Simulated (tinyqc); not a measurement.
On-chip interconnect, size-dependent resistivity and RC delay: two steps of the calculation.

A rectangular line between two neighbours and two ground planes. Surface and grain-boundary scattering are added to the bulk resistivity as corrections; capacitances are parallel-plate values without fringing; inductance is ignored.

Inputs (values chosen for the exercise); metal values close to those of copper:
```
symbol  value     unit                                             meaning
rho0     1.69  uohm cm                                    bulk resistivity
lam      39.1       nm                                 bulk mean free path
ps        0.1                         specular share of surface scattering
Rg        0.3                   reflection coefficient of grain boundaries
gr        1.5                              grain size over the metal width
wd         12       nm                                    drawn line width
AR          2                              aspect ratio, height over width
tl          2       nm  liner on both walls and the bottom, not conducting
sp         12       nm                     space to the neighbouring lines
hd         26       nm     dielectric height to the planes above and below
ek        2.7                      relative permittivity of the dielectric
Mf          1                              Miller factor of the neighbours
Lw         61       um                                         line length
Rd       1700      ohm                                   driver resistance
Cl       0.29       fF                                    load capacitance
```

Constants: eps0 = 8.8541878128e-12 F/m. Results are converted to the units shown.

Question 1. Resistivity, resistance and capacitance per length. Metal width x = wd - 2 tl, height y = AR wd - tl; grain boundaries (Mayadas-Shatzkes): al = (lam/(gr x)) Rg/(1 - Rg), g = 1/[1 - 3 al/2 + 3 al^2 - 3 al^3 ln(1 + 1/al)] - 1; surfaces (Fuchs-Sondheimer, thick limit): s = (3/8) lam (1 - ps)(1/x + 1/y); rho = rho0 (1 + g + s); r = rho/(x y); c = eps0 ek (2 wd/hd + 2 Mf AR wd/sp).

Wanted: x; y; al; g; s; rho; r; c.

Answer 1.

x = 8.000 nm
y = 22.00 nm
al = 1.396
g = 1.911
s = 2.249
rho = 8.721 uohm cm
r = 495.5 ohm/um
c = 0.1177 fF/um

Question 2. Ladder and Elmore delays. 7 equal pi sections: series Rs = r Lw/7; node capacitances c Lw/7, halved at nodes 0 and 7, with Cl added to node 7; Rd feeds node 0. Elmore delay of node k: the sum, over the resistors on the path to k, of resistance times all capacitance downstream of it.

r = 495.49475 ohm/um
c = 0.11769259 fF/um

Wanted: Rs; C; Elmore delay.

Answer 2.

Rs = 4318 ohm

```
node	C (fF)	Elmore delay (ps)
0	0.5128	12.70
1	1.026	42.73
2	1.026	68.34
3	1.026	89.52
4	1.026	106.3
5	1.026	118.6
6	1.026	126.5
7	0.8028	130.0
```

The far-end value equals Rd (c Lw + Cl) + r Lw (c Lw/2 + Cl) for any number of pi sections; the line resistance contributes 90.2 % of it.

Range of the model: The metal width is under the mean free path, where the thick-limit surface term and the simple sum of corrections lose accuracy.

Computed by the program tinyqc: `OMP_NUM_THREADS=1 python tinyqc.py 2100051 2100052 out.jsonl`, one thread of a shared Intel Xeon 2.30GHz, about 0.01 s for the whole run.
